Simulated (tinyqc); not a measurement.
Tight binding, kagome lattice, step by step. Computed by tinyqc, a small Python program that keeps every step. Settings: t1 = 1.07, t2 = 1.06, delta = 0.29, bands filled = 2. Command: `OMP_NUM_THREADS=1 python tinyqc.py 26370 26371 out.jsonl` (the two numbers bound the seeds that draw the settings). One thread of a shared host (Intel(R) Xeon(R) Processor @ 2.60GHz), about 0.01 s of CPU time with the checks.

## Bloch Hamiltonian at k

Parameters chosen for this model:
```
parameter     value                unit
t1         1.070000    eV, up triangles
t2         1.060000  eV, down triangles
delta      0.290000        eV on site C
```

k point k (fractions of the reciprocal vectors): 0.200000  -0.450000

H_AB = -t1 - t2 exp(-i k.a1), H_AC = -t1 - t2 exp(-i k.a2), H_BC = -t1 - t2 exp(i k.(a1 - a2)), H_CC = delta.

H(k) at k (eV):
```
                     A                    B                    C
A             0.000000  -1.397558+1.008120i  -0.061880-0.327558i
B  -1.397558-1.008120i             0.000000  -0.446948+0.857558i
C  -0.061880+0.327558i  -0.446948-0.857558i             0.290000
```

## Levels at k

Diagonalise the Hermitian matrix.

eigenvalues (eV): -1.830044  -0.062314  2.182358

weights |c|^2 of the basis functions:
```
     band 1    band 2    band 3
A  0.415152  0.230146  0.354702
B  0.531331  0.022472  0.446196
C  0.053517  0.747382  0.199101
```

## Bloch Hamiltonian at K

k point K (fractions of the reciprocal vectors): 0.333333  0.666667

As before.

H(k) at K (eV):
```
                     A                    B                    C
A             0.000000  -0.540000+0.917987i  -0.540000-0.917987i
B  -0.540000-0.917987i             0.000000  -0.540000+0.917987i
C  -0.540000+0.917987i  -0.540000-0.917987i             0.290000
```

## Levels at K

As before.

eigenvalues (eV): -1.066191  -0.876496  2.232687

weights |c|^2 of the basis functions:
```
     band 1    band 2    band 3
A  0.498031  0.189678  0.312291
B  0.498031  0.189678  0.312291
C  0.003938  0.620644  0.375418
```

## Bands along a path

The same steps at evenly spaced points between the labelled ones.

Bands along the path (eV):
```
k             band 1     band 2    band 3
G          -4.166213   2.130000  2.326213
G-K 0.20   -3.983630   2.040124  2.233505
G-K 0.40   -3.468022   1.559830  2.198192
G-K 0.60   -2.710409   0.799812  2.200598
G-K 0.80   -1.845681  -0.077124  2.212805
K          -1.066191  -0.876496  2.232687
K-M 0.20   -1.292956  -0.661939  2.244895
K-M 0.40   -1.585617  -0.381888  2.257506
K-M 0.60   -1.806692  -0.172202  2.268893
K-M 0.80   -1.943663  -0.043321  2.276983
M          -1.990030   0.000100  2.279930
M-K' 0.20  -1.943663  -0.043321  2.276983
M-K' 0.40  -1.806692  -0.172202  2.268893
M-K' 0.60  -1.585617  -0.381888  2.257506
M-K' 0.80  -1.292956  -0.661939  2.244895
K'         -1.066191  -0.876496  2.232687
```

With 2 band(s) filled, the highest filled level on these points lies at G and the lowest empty one at G-K 0.40: a gap of 0.0682 eV, indirect.
